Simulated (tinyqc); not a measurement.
Worked calculation: coherent transport through a tight-binding region between two chains. Computed by tinyqc, a small Python program that keeps every step. Settings: temperature = 77, mu = 0.16. Command: `OMP_NUM_THREADS=1 python tinyqc.py 31346 31347 out.jsonl` (the two numbers bound the seeds that draw the settings). One thread of a shared host (Intel(R) Xeon(R) Processor @ 2.60GHz), about 0.06 s of CPU time with the checks.

## Transmission at E = 0.78 eV

H of the central region (eV):
```
           1          2
1   0.000000  -0.450000
2  -0.450000   0.000000
```

Leads: semi-infinite chains with site energy 0:
```
parameter                           value
lead hopping t (eV)              2.760000
coupling to the left lead (eV)   0.580000
coupling to the right lead (eV)  0.730000
left contact site                       1
right contact site                      2
```

E = 0.780000 eV

Surface Green function g = (E - i sqrt(4 t^2 - E^2)) / (2 t^2); self-energy tc^2 g on each contact site; G = (E - H - Sigma)^(-1); Gamma = -2 Im Sigma; T = Gamma_L Gamma_R |G_LR|^2; local density of states -Im G_ii / pi.

g = 0.051197-0.358683i 1/eV

G (1/eV):
```
                     1                    2
1   1.733004-0.628029i  -0.883721+0.599866i
2  -0.883721+0.599866i   1.658806-0.779852i
```

local density of states (1/eV): 0.199908  0.248235

transmission = 0.105243

## Transmission across the band

The same steps on a grid of energies.

T(E):
```
E (eV)              T
-5.24400000  2.80e-06
-4.71960000  0.000012
-4.19520000  0.000030
-3.67080000  0.000068
-3.14640000  0.000153
-2.62200000  0.000371
-2.09760000  0.001033
-1.57320000  0.003749
-1.04880000  0.024165
-0.52440000  0.706816
0.00000000   0.373099
0.52440000   0.706816
1.04880000   0.024165
1.57320000   0.003749
2.09760000   0.001033
2.62200000   0.000371
3.14640000   0.000153
3.67080000   0.000068
4.19520000   0.000030
4.71960000   0.000012
5.24400000   2.80e-06
```

levels of the isolated region (eV): -0.450000  0.450000

## Current

I = (2e/h) int T(E) [f(E - mu - V/2) - f(E - mu + V/2)] dE at 77 K with mu = 0.16 eV, the bias not changing H; 2e^2/h = 77.48092 microsiemens; the integral runs over the band on 4001 points.

Current:
```
V (volt)  I (microampere)
0.010000         0.342491
0.050000         1.715558
0.100000         3.450604
0.200000         7.059178
0.400000        15.396928
0.800000        35.122237
```
